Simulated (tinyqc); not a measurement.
# Schottky emission and Poole-Frenkel conduction in an insulator, and how to tell them apart: effect of temperature

Schottky emission (electrode-limited): J = As T^2 exp[-(pb - b sqrt(F))/Vt], b = sqrt(q/(4 pi eps0 ei)). Poole-Frenkel emission (bulk-limited): J = s0 F exp[-(pt - 2 b sqrt(F))/Vt]. F in V/cm.

Both formulas at the same field.

Parameters, values chosen for the exercise; dielectric values close to those of zirconium oxide:
- ei = 4.45 (high-frequency relative permittivity)
- pt = 0.88 eV (trap depth)
- s0 = 0.075 S/cm (Poole-Frenkel prefactor)
- pb = 1.42 eV (electrode barrier)
- As = 71 A/(cm^2 K^2) (Richardson constant)
- F = 0.5 MV/cm (field)

Constants: q = 1.602176634e-19 C, kB = 1.380649e-23 J/K, Vt = kB T/q, eps0 = 8.8541878128e-14 F/cm where lengths are in cm. Results are converted to the units shown.

Result of one run:

| T (K) | J, Schottky (A/cm^2) | J, Poole-Frenkel (A/cm^2) | ratio |
|---|---|---|---|
| 340 | 5.639e-13 | 1.999e-5 | 2.821e-8 |

What becomes of these results when the temperature T is changed from 340 to 300 K, all else the same?

Result of the changed run:

| T (K) | J, Schottky (A/cm^2) | J, Poole-Frenkel (A/cm^2) | ratio |
|---|---|---|---|
| 300 | 1.223e-15 | 1.160e-6 | 1.054e-9 |

The whole series:

| T (K) | J, Schottky (A/cm^2) | J, Poole-Frenkel (A/cm^2) | ratio |
|---|---|---|---|
| 225 | 3.964e-23 | 3.640e-10 | 1.089e-13 |
| 260 | 4.186e-19 | 2.802e-8 | 1.494e-11 |
| 300 | 1.223e-15 | 1.160e-6 | 1.054e-9 |
| 340 | 5.639e-13 | 1.999e-5 | 2.821e-8 |
| 380 | 7.327e-11 | 1.892e-4 | 3.873e-7 |
| 420 | 3.844e-9 | 0.001167 | 3.294e-6 |
| 475 | 3.076e-7 | 0.008637 | 3.561e-5 |

The Schottky current grows by 15.9 decades and the Poole-Frenkel current by 7.38, as their lowered barriers are 1.29 and 0.626 eV. A tunnelling current would hardly change over this range.

Numbers from tinyqc (`OMP_NUM_THREADS=1 python tinyqc.py 2370086 2370087 out.jsonl`; about 0.01 s on one thread of a shared Intel Xeon 2.30GHz).
